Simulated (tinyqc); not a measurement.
Off-state leakage of single and stacked transistors: one step of the calculation.

n-channel devices of unit width. Subthreshold current I(Vg, Vs, Vd) = I0 (T/300 K)^0.5 exp[(Vg - Vs - VT(T) - gb (Vs - Vb) + dd (Vd - Vs))/(nf Vt)] (1 - exp(-(Vd - Vs)/Vt)), VT(T) = VT - cT (T - 300 K). Gate-edge tunnelling Ig (Vd/1 V) exp(ag (Vd - 1 V)), for a gate at 0 V, and band-to-band leakage Ab u exp(-Bb/u), u = Vd - Vb + 1 V, flow at a drain held at V; both are taken as independent of T. In a stack of off transistors (all gates at 0 V) the same subthreshold current passes through each.

Task. New Vx. Stack of two, Vx the node between them: I_low = I(0, 0, Vx), I_up = I(0, Vx, V), f = ln(I_up/I_low), f' = -(1 + gb + 2 dd)/(nf Vt) - 1/(Vt (exp(Vx/Vt) - 1)) - 1/(Vt (exp((V - Vx)/Vt) - 1)), Vx(new) = Vx - f/f'.

Values chosen for this exercise; values of the order met in bulk silicon logic transistors:

| symbol | value | unit | meaning |
|---|---|---|---|
| T | 378 | K | temperature |
| V | 1.2 | V | supply voltage |
| VT | 0.4 | V | threshold at 300 K, zero drain and body bias |
| cT | 0.5 | mV/K | fall of the threshold with temperature |
| I0 | 0.13 | uA/um | current at threshold at 300 K |
| nf | 1.21 |  | slope factor |
| dd | 0.17 |  | drain-induced lowering per volt |
| gb | 0.25 |  | rise of the threshold per volt of source-body bias |
| Vb | 0 | V | body voltage |

Constants: q = 1.602176634e-19 C, kB = 1.380649e-23 J/K, Vt = kB T/q. Results are converted to the units shown.

Vx at the start = 0.128 V

Wanted: I_low; I_up; f; f'; Vx after iteration 1.

Result.

I_low = 0.02615 nA/um
I_up = 0.02700 nA/um
f = 0.03203
f' = -40.96 1/V
Vx after iteration 1 = 0.1288 V

Numbers from tinyqc (`OMP_NUM_THREADS=1 python tinyqc.py 2242223 2242224 out.jsonl`; about 0.03 s on one thread of a shared Intel Xeon 2.30GHz).
